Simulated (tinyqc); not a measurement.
# Leakage through a gate insulator: direct, Fowler-Nordheim, trap-assisted and Poole-Frenkel currents, step by step

A worked calculation. Computed by tinyqc, a small Python program that keeps every step. Command: `OMP_NUM_THREADS=1 python tinyqc.py 3025726 3025727 out.jsonl oxideleak walk`. One thread of a shared host (Intel(R) Xeon(R) Processor @ 2.30GHz), about 0.01 s of CPU time with the checks. Intermediate numbers are printed to about 5 digits and carried at full precision; extremes and crossings named in words are read from the listed rows.

Electrons enter from the cathode Fermi level at x = 0; the conduction band of the insulator lies phi_b - e F x above it, F = V/t. WKB exponents use a parabolic band with mass m.

Inputs (values chosen for the exercise, with an insulator like Si3N4):
```
quantity                          value   unit
thickness t                           3     nm
barrier phi_b                      2.16     eV
tunnelling mass m                  0.36    m_0
static constant eps_ox             7.22      -
optical constant eps_opt           3.93      -
voltage across the insulator V      1.8      V
trap depth phi_t                    1.4     eV
trap density N_t                2.9e+17  cm^-3
attempt rate nu_0                 4e+13    1/s
activation of capture E_a          0.13     eV
temperature T                       300      K
```

Constants: hbar^2/(2 m_0) = 3.80998212 eV angstrom^2; e = 1.602176634e-19 C; hbar = 1.054571817e-34 J s; k_B = 8.617333262e-05 eV/K; eps_0 = 8.8541878128e-12 F/m.

## Field and tunnelling without traps

For a level a distance phi(x) below the band, the WKB exponent is 2 int kappa dx with kappa = sqrt(m phi/(hbar^2/2m_0)); for a linear barrier from phi_1 down to phi_2 = max(phi_1 - e F d, 0) it is G = (4/3) sqrt(m/(hbar^2/2m_0)) (phi_1^(3/2) - phi_2^(3/2))/(e F). J_tun = e^3 F^2/(16 pi^2 hbar m phi_b) x exp(-G) / [1 - sqrt(phi_2/phi_b)]^2 with the free-electron mass in the cathode (m in m_0), phi_2 = max(phi_b - e V, 0): direct tunnelling for e V < phi_b, Fowler-Nordheim above. Image forces, back-flow and the limit on supply are left out, so J_tun is overstated below about 0.5 V. Equivalent oxide thickness = 3.9 t/eps_ox.

field F = 6 MV/cm

equivalent oxide thickness = 1.6205 nm

WKB exponent G = 20.209

tunnelling current J_tun = 0.34067 A/cm^2

The barrier is a trapezoid: direct tunnelling.

## One trap at several depths

A trap at depth x lies phi_t below the band. Capture: tunnel at the cathode Fermi level from 0 to x (G_in from phi_1 = phi_b), rate nu_0 exp(-G_in - E_c/k_B T) with E_c = E_a + max(phi_b - phi_t - e F x, 0), the last term being the height of the trap above the cathode Fermi level. Emission: tunnel from the trap level to the anode (G_out from phi_1 = phi_t over t - x), rate nu_0 exp(-G_out - E_a/k_B T). Re-emission to the cathode follows from detailed balance, rate_back = rate_in exp(dE/k_B T) with dE = phi_b - phi_t - e F x. Each trap passes R = rate_in rate_out/(rate_in + rate_back + rate_out) electrons per second; filling from the anode is left out. Depths: t times 0.08, 0.2, 0.32, 0.44, 0.56, 0.68, 0.8 and 0.92, rounded to 0.01 nm.

Rates:
```
x (nm)    G_in   G_out  E_c (eV)  rate in (1/s)  rate back (1/s)  rate out (1/s)     R (1/s)
0.24     2.132  11.315     0.746     1.3929e+00       3.1065e+10      3.1911e+06  1.4307e-04
0.60     5.189  11.315     0.530     2.7865e+02       1.4614e+09      3.1911e+06  6.0715e-01
0.96     8.067  10.811     0.314     6.6623e+04       8.2166e+07      5.2843e+06  4.0228e+03
1.32    10.755   9.639     0.130     5.5873e+06       1.6204e+06      1.7063e+07  3.9280e+06
1.68    13.239   8.077     0.130     4.6624e+05       3.1797e+01      8.1353e+07  4.6358e+05
2.04    15.499   6.206     0.130     4.8634e+04       7.7998e-04      5.2835e+08  4.8630e+04
2.40    17.512   4.071     0.130     6.5004e+03       2.4516e-08      4.4702e+09  6.5004e+03
2.76    19.241   1.700     0.130     1.1534e+03       1.0229e-12      4.7842e+10  1.1534e+03
```

The most effective of these traps sits at 1.32 nm, 44 % of the way; where rate back exceeds rate out, re-emission drains the trap, and elsewhere the slower forward step limits R; the best depth is near where rate in and rate out cross.

## Trap-assisted current

J_TAT = e N_t int_0^t R dx by the midpoint rule on 400 intervals; the most effective depth is the midpoint with the largest R, rounded to 0.01 nm.

trap-assisted current J_TAT = 0.0052434 A/cm^2

most effective depth = 1.29 nm

## Poole-Frenkel bound

Poole-Frenkel emission over the lowered barrier of a charged trap: lowering sqrt(e F/(pi eps_opt eps_0)); J_PF = e N_t^(2/3) nu_0 exp(-(phi_t - lowering)/k_B T), one sheet of traps emitting with supply unlimited (an upper bound).

barrier lowering = 0.93775 eV

Poole-Frenkel bound J_PF = 0.048178 A/cm^2

Caution: the film is too thin for the Poole-Frenkel picture (the lowering is a large part of the whole drop, or the traps are further apart than the film is thick), so J_PF is only nominal.

## Total without and with traps

J = J_tun + J_TAT (the Poole-Frenkel bound is not added); the ratio J/J_tun is the excess that stress-made traps add.

total current J = 0.34592 A/cm^2

J/J_tun = 1.0154

## Against voltage

The formulas are those given above.

Currents:
```
V (V)  F (MV/cm)  J_tun (A/cm^2)  J_TAT (A/cm^2)  best depth (nm)
0.36       1.200      2.0333e-03      2.1704e-13             1.39
0.73       2.433      6.5486e-03      3.8900e-09             3.00
1.10       3.667      2.2918e-02      1.4885e-05             2.07
1.46       4.867      8.5997e-02      7.4062e-04             1.56
1.83       6.100      3.8754e-01      5.9099e-03             1.29
2.20       7.333      2.1010e+00      2.1258e-02             1.10
2.57       8.567      3.6879e+01      7.3465e-02             0.94
2.93       9.767      3.0980e+02      1.8732e-01             0.83
3.30      11.000      1.7501e+03      4.0068e-01             0.74
```

Tunnelling without traps rules in every row. Over the range J_tun grows by 5.9 decades and J_TAT by 12.3. The highest rows may lie beyond breakdown. Below about 0.5 V the formula for J_tun, which has no back-flow, overstates the current.

## Against thickness at fixed field

The formulas are those given above.

Currents:
```
t (nm)  V (V)  J_tun (A/cm^2)  J_TAT (A/cm^2)
1.2      0.72      1.0836e+05       0.0008412
1.6      0.96      3.3395e+03       0.0072593
2.2      1.32      3.7023e+01       0.0076612
3.0      1.80      3.4067e-01       0.0052434
4.0      2.40      2.7279e-02       0.0028917
5.5      3.30      2.7279e-02       0.0028901
7.5      4.50      2.7279e-02       0.0028916
10.0     6.00      2.7279e-02       0.0028924
```

Between the first rows J_tun falls by 3.78 decades per nm. From t = phi_b/(e F) = 3.60 nm it stops changing, since a triangular barrier does not feel the thickness. J_TAT stays below J_tun at all these thicknesses.

Checks made by the program: the WKB exponent by quadrature (relative difference below 1e-10); the integral with twice the points (relative difference 6e-05).
